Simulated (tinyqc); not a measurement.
Strain-driven crossing of the Gamma and L valleys in a germanium-like crystal alloyed with tin: one step. Electrons in the Gamma valley. Three cases, with inputs chosen for the exercise.

Problem. Non-degenerate, parabolic: share = mG^(3/2)/(mG^(3/2) + (mL^(3/2)/4) sum_i exp(-(E_Li - E_Gamma)/kT)). Also the offset at which four equal L valleys hold half of the electrons, kT ln((mL/mG)^(3/2)), and the wavelength hc/E of the direct gap.

Constants: kB = 8.617333262e-05 eV/K; hc = 1239.841984 eV nm.

Give: (mL/mG)^(3/2); share in Gamma; offset for an even split; wavelength.

Case 1.

Values chosen (out of a larger set: near those of Ge, gaps at low temperature; not measured data):
- mG = 0.0389 m0 (mass at Gamma)
- mL = 0.586 m0 (density-of-states mass of the four L valleys together)
- T = 300 K (temperature)

Gamma edge = 0.950950 eV

L edges (eV): [111] 0.720032, [1-1-1] 0.720032, [-11-1] 0.720032, [-1-11] 0.720032

direct and indirect gap (eV): [0.905661, 0.674743]

Solution.

(mL/mG)^(3/2) = 58.47
share in Gamma = 0.000226 %
offset for an even split = 105.2 meV
wavelength = 1369 nm

With the L valleys as they lie here, Gamma must be 105 meV below the lowest of them to hold half of the electrons at 300 K; it lies 231 meV above. A direct gap alone is not enough.

Case 2.

Values chosen (out of a larger set: near those of Ge, gaps at low temperature; not measured data):
- mG = 0.0388 m0 (mass at Gamma)
- mL = 0.584 m0 (density-of-states mass of the four L valleys together)
- T = 200 K (temperature)

Gamma edge = 0.376060 eV

L edges (eV): [111] 0.982201, [1-1-1] 0.451853, [-11-1] 0.451853, [-1-11] 0.451853

direct and indirect gap (eV): [0.240455, 0.316248]

Solution.

(mL/mG)^(3/2) = 58.39
share in Gamma = 65.0 %
offset for an even split = 70.1 meV
wavelength = 5156 nm

With the L valleys as they lie here, Gamma must be 65 meV below the lowest of them to hold half of the electrons at 200 K; it lies 76 meV below. A direct gap alone is not enough.

Case 3.

Values chosen (out of a larger set: near those of Ge, gaps at low temperature; not measured data):
- mG = 0.0423 m0 (mass at Gamma)
- mL = 0.587 m0 (density-of-states mass of the four L valleys together)
- T = 300 K (temperature)

Gamma edge = 0.487354 eV

L edges (eV): [111] 0.412984, [1-1-1] 0.682261, [-11-1] 0.682261, [-1-11] 0.682261

direct and indirect gap (eV): [0.389462, 0.315092]

Solution.

(mL/mG)^(3/2) = 51.69
share in Gamma = 0.434 %
offset for an even split = 102.0 meV
wavelength = 3183 nm

With the L valleys as they lie here, Gamma must be 66 meV below the lowest of them to hold half of the electrons at 300 K; it lies 74 meV above. A direct gap alone is not enough.

Computed by tinyqc, one run a case: `OMP_NUM_THREADS=1 python tinyqc.py N N+1 out.jsonl` with N = 1051527, 1080304, 1080520; one thread of a shared Intel(R) Xeon(R) Processor @ 2.30GHz, about 0.01 s a run at most.
